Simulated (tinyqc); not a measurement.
From results back to parameters: carrier statistics of a doped semiconductor with parabolic bands. Four cases, with inputs chosen for the exercise.

Problem. ni^2 = C^2 (T/300 K)^3 exp(-Eg(T)/kB T) with Eg(T) = Eg0 - al T^2/(T + be). Two intrinsic densities were computed from hidden Eg0 and C = sqrt(Nc Nv) at 300 K.

Constants: kB = 8.617333262e-05 eV/K.

Case 1.

Values chosen (near those of GaAs; shifted at random, so the results belong to these values and not to a real crystal): al = 0.000544 eV/K (Varshni alpha); be = 208 K (Varshni beta); T1 = 260 K; T2 = 470 K.

ni(T1) = 13717.0 1/cm^3
ni(T2) = 2.17364e+11 1/cm^3

Case 2.

Values chosen (near those of Si; shifted at random, so the results belong to these values and not to a real crystal): al = 0.000473 eV/K (Varshni alpha); be = 627 K (Varshni beta); T1 = 250 K; T2 = 450 K.

ni(T1) = 5.43372e+07 1/cm^3
ni(T2) = 3.09556e+13 1/cm^3

Case 3.

Values chosen (near those of AlAs; shifted at random, so the results belong to these values and not to a real crystal): al = 0.000678 eV/K (Varshni alpha); be = 531 K (Varshni beta); T1 = 300 K; T2 = 520 K.

ni(T1) = 19.4445 1/cm^3
ni(T2) = 5.40565e+09 1/cm^3

Case 4.

Values chosen (near those of Si; shifted at random, so the results belong to these values and not to a real crystal): al = 0.000494 eV/K (Varshni alpha); be = 622 K (Varshni beta); T1 = 260 K; T2 = 500 K.

ni(T1) = 1.09219e+08 1/cm^3
ni(T2) = 1.47729e+14 1/cm^3

Find: Eg0; C.

Solution. y(T) = 2 ln ni - 3 ln(T/300) - al T/((T + be) kB) equals 2 ln C - Eg0/(kB T), a straight line in 1/T; two points give slope and intercept.

Case 1.

Eg0 = 1.530 eV
C = 1.98e+18 1/cm^3

Case 2.

Eg0 = 1.164 eV
C = 1.76e+19 1/cm^3

Case 3.

Eg0 = 2.211 eV
C = 1.75e+19 1/cm^3

Case 4.

Eg0 = 1.186 eV
C = 1.82e+19 1/cm^3

Computed by tinyqc, one run a case: `OMP_NUM_THREADS=1 python tinyqc.py N N+1 out.jsonl` with N = 1681468, 1681469, 1681480, 1681543; one thread of a shared Intel(R) Xeon(R) Processor @ 2.30GHz, about 0.02 s a run at most.
